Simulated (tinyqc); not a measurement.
Inside a calculation. Method: plane-wave Kohn-Sham cycle with exchange-only LDA in a layered model solid. One step of it, computed by the program tinyqc.

Problem. Iteration 1: levels at that k. Diagonalise the Hermitian matrix.

H (hartree), order -3, -2, -1, +0, +1, +2, +3:
$$\begin{pmatrix}
0.969966 & -0.335000 & 0.000000 & 0.000000 & 0.000000 & 0.000000 & 0.000000 \\
-0.335000 & 0.306864 & -0.335000 & 0.000000 & 0.000000 & 0.000000 & 0.000000 \\
0.000000 & -0.335000 & -0.090997 & -0.335000 & 0.000000 & 0.000000 & 0.000000 \\
0.000000 & 0.000000 & -0.335000 & -0.223617 & -0.335000 & 0.000000 & 0.000000 \\
0.000000 & 0.000000 & 0.000000 & -0.335000 & -0.090997 & -0.335000 & 0.000000 \\
0.000000 & 0.000000 & 0.000000 & 0.000000 & -0.335000 & 0.306864 & -0.335000 \\
0.000000 & 0.000000 & 0.000000 & 0.000000 & 0.000000 & -0.335000 & 0.969966
\end{pmatrix}$$

Give: eigenvalues.

Solution.

eigenvalues (hartree): [-0.6914, -0.3052, 0.0353, 0.3663, 0.4911, 1.1247, 1.1272]
